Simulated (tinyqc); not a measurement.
Growth with time: grain growth, pinning, strength and diffusional creep of a polycrystal or thin film. Computed by tinyqc, a small Python program. Command: `OMP_NUM_THREADS=1 python tinyqc.py 3031549 3031550 out.jsonl grain walk`. One thread of a shared host (Intel(R) Xeon(R) Processor @ 2.30GHz), about 0.01 s of CPU time with the checks.

One mean grain size d describes the structure.

Inputs (values chosen for the exercise, modelled on aluminium):
```
quantity                                    value       unit
boundary energy gamma                        0.36      J/m^2
mobility prefactor M0                     5.2e-07  m^4/(J s)
activation energy of boundary motion Q_m     1.07         eV
anneal temperature T                          441          K
initial grain size d0                          32         nm
particle volume fraction f                  0.003          -
particle radius r                              23         nm
film thickness h                             1300         nm
surface energy gamma_s                       0.79      J/m^2
```

Sample: thin film on a substrate.

Constants: k_B = 8.617333262e-05 eV/K.

Method. M = M0 exp(-Q_m/(k_B T)). The driving pressure is 2 gamma/d. Zener pinning pressure 3 f gamma/(2 r) stops growth at d_Z = 4 r/(3 f). Grooves where boundaries meet the surface have the angle theta = arcsin(gamma/(2 gamma_s)) and are taken to stop growth at d_h = h/(2 theta), a few film thicknesses; the limit is 1/d_lim = 1/d_Z + 1/d_h. dd/dt = 2 M gamma (1/d - 1/d_lim) integrates to 2 M gamma t = d_lim (d0 - d) + d_lim^2 ln[(d_lim - d0)/(d_lim - d)]; without pinning d^2 = d0^2 + 4 M gamma t.

limit d_lim = 2215.00 nm

mobility M = 3.07589e-19 m^4/(J s)

At T:
```
t (s)     free growth (nm)  pinned growth (nm)  d/d_lim
3.30e+04             125.1               122.8  0.05542
1.10e+05             223.0               215.6  0.09735
3.30e+05             383.7               361.8  0.16336
1.10e+06             698.7               627.3  0.28320
3.30e+06            1209.4              1000.1  0.45150
1.10e+07            2207.5              1543.5  0.69683
3.30e+07            3823.3              2013.8  0.90918
1.10e+08            6980.2              2209.3  0.99743
```

What does the comparison show, and why?

The apparent exponent d ln d/d ln t of the pinned growth is at most about 0.47, below the ideal 1/2, and falls to 0.077 in the last rows: pinning hides it late.
